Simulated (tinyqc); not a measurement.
Electron continuity equation in a given potential, Scharfetter-Gummel discretisation: one step of the calculation.

Steady state in one dimension: J = q mu n E + q D dn/dx with E = -dpsi/dx and D = mu Vt, dJ/dx = q (n/tau - G), fixed densities nL and nR at the ends. The potential is given, psi = 0 for x < L/2 and U (2 x/L - 1) beyond, and is not changed by the electrons.

Problem. Bernoulli factors. d_i = (psi_(i+1) - psi_i)/Vt; B(d) = d/(exp(d) - 1), B(0) = 1. The flux on interval i is J_i = (q D/h) [n_(i+1) B(d_i) - n_i B(-d_i)].

Values chosen for this exercise: temperature T = 293 K.

Constants: q = 1.602176634e-19 C, kB = 1.380649e-23 J/K, Vt = kB T/q. Results are converted to the units shown.

| node | psi (V) |
|---|---|
| 0 | 0.00000000 |
| 1 | 0.00000000 |
| 2 | 0.00000000 |
| 3 | 0.00000000 |
| 4 | 0.00000000 |
| 5 | 0.00000000 |
| 6 | 0.09400000 |
| 7 | 0.18800000 |
| 8 | 0.28200000 |
| 9 | 0.37600000 |
| 10 | 0.47000000 |

Wanted: d_i; B(d_i); B(-d_i).

Solution.

| interval | d_i | B(d_i) | B(-d_i) |
|---|---|---|---|
| 0 | 0.000 | 1.000 | 1.000 |
| 1 | 0.000 | 1.000 | 1.000 |
| 2 | 0.000 | 1.000 | 1.000 |
| 3 | 0.000 | 1.000 | 1.000 |
| 4 | 0.000 | 1.000 | 1.000 |
| 5 | 3.723 | 0.09218 | 3.815 |
| 6 | 3.723 | 0.09218 | 3.815 |
| 7 | 3.723 | 0.09218 | 3.815 |
| 8 | 3.723 | 0.09218 | 3.815 |
| 9 | 3.723 | 0.09218 | 3.815 |

The largest |d_i| is 3.72, above 2, where central differences lose the sign pattern that keeps densities positive.

Range of the model: The drift velocity mu E exceeds 1e7 cm/s somewhere, where real mobilities no longer stay constant.

tinyqc, about 0.01 s, one thread, Intel Xeon 2.30GHz (shared host): `OMP_NUM_THREADS=1 python tinyqc.py 2220141 2220142 out.jsonl`
